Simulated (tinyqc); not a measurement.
Raising the surface concentration at fixed length: sheet resistance of a shallow doped layer with concentration-dependent mobility and limited activation. Computed by tinyqc, a small Python program. Command: `OMP_NUM_THREADS=1 python tinyqc.py 3016230 3016231 out.jsonl irvin walk`. One thread of a shared host (Intel(R) Xeon(R) Processor @ 2.30GHz), about 0.02 s of CPU time with the checks.

A layer of one dopant lies in a background of the opposite type. Current flows parallel to the surface down to the junction; depletion is ignored.

Inputs (values chosen for the exercise, modelled on boron in silicon):
```
quantity                          value        unit
surface concentration C_s       4.4e+19      1/cm^3
length l                             13          nm
background C_B                  1.3e+17      1/cm^3
mobility floor mu_min              47.2  cm^2/(V s)
mobility mu_max                     481  cm^2/(V s)
reference density N_r          1.59e+17      1/cm^3
exponent alpha                      0.7           -
prefactor of the active limit   1.1e+23      1/cm^3
energy of the active limit        0.739          eV
anneal temperature T               1150           C
```

Profile: erfc.

Constants: k_B = 8.617333262e-05 eV/K; e = 1.602176634e-19 C.

Method:
- C(x) = C_s erfc(x/l).
- Temperatures in kelvin are T(C) + 273.15.
- Active limit C_a = prefactor x exp(-energy/(k_B T)); the junction lies where C = C_B, and the profile exceeds C_a down to x_a (zero if C_s is below C_a). Slope at the junction in nm per decade = ln(10) C/|dC/dx|.
- Active density N = min(C, C_a); carriers n = N - C_B; mobility mu = mu_min + (mu_max - mu_min)/(1 + ((N + C_B)/N_r)^alpha).
- Integrals from 0 to x_j, where C = C_B (Gauss-Legendre, 60 points on each smooth piece; 1 nm = 1e-7 cm): dose int C dx, carriers int n dx, mean mobility int n mu dx/int n dx, R_s = 1/(e int n mu dx).
- The last column drops the active limit.

active limit C_a = 2.65695e+20 1/cm^3

Layers:
```
C_s (1/cm^3)  x_j (nm)  dose (1/cm^2)  mean mu (cm^2/(V s))  R_s (ohm/square)  R_s if all active
1.00e+18        13.918     6.8128e+11                156.26        7.9833e+04         7.9833e+04
3.00e+18        18.573     2.1560e+12                116.33        2.8024e+04         2.8024e+04
1.00e+19        22.832     7.2957e+12                 84.52        1.0551e+04         1.0551e+04
3.00e+19        26.224     2.1968e+13                 66.94        4.3109e+03         4.3109e+03
1.00e+20        29.563     7.3313e+13                 56.52        1.5142e+03         1.5142e+03
2.00e+20        31.345     1.4666e+14                 53.15        8.0295e+02         8.0295e+02
5.00e+20        33.572     3.6669e+14                 51.01        4.0644e+02         3.3782e+02
1.00e+21        35.174     7.3342e+14                 50.56        3.1310e+02         1.7295e+02
2.00e+21        36.713     1.4669e+15                 50.32        2.6187e+02         8.7811e+01
```

R_s falls as C_s^-0.95 between the first rows and as C_s^-0.26 between the last. Below C_a = 2.7e20 the exponent is set by the mobility, which drops from 156 towards mu_min, and by compensation. Above C_a extra dose only widens the clipped region: in the last row R_s is 2.98 times the fully active value. Caution: in rows with more than about 2e20 active atoms per cm^3 measured mobilities fall further than this form.
